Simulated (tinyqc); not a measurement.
How errors in the targets pass to the parameters: fitting sp3s* parameters to three gaps by Newton steps.

J:
```
            Vss     Vxapc     Vpaxc
Gamma  -0.90603   0.00000   0.00000
X       0.00000  -0.85794   0.00000
L      -0.25282  -0.28340  -0.09523
```

The gaps at Gamma, X and L of an sp3s* model are fitted with Vss, Vxapc and Vpaxc; J holds the derivatives of the gaps by these parameters at the start. The change of each parameter for +10 meV on one target is 10 J^-1, in meV.

Shifts (meV):

| target raised | Vss | Vxapc | Vpaxc |
|---|---|---|---|
| Gamma | -11.0 | 0.0 | 29.3 |
| X | 0.0 | -11.7 | 34.7 |
| L | 0.0 | 0.0 | -105.0 |

root sum of squares (meV): Vss 11.0, Vxapc 11.7, Vpaxc 114.4

What does the comparison show?

Independent errors of 10 meV leave Vpaxc least certain (114 meV) and Vss best fixed (11.0 meV). The largest single entry, 105 meV, comes from the target at L.

(tinyqc, `OMP_NUM_THREADS=1 python tinyqc.py 1451512 1451513 out.jsonl`, Intel(R) Xeon(R) Processor @ 2.30GHz, 1 thread, shared host, about 0.2 s.)
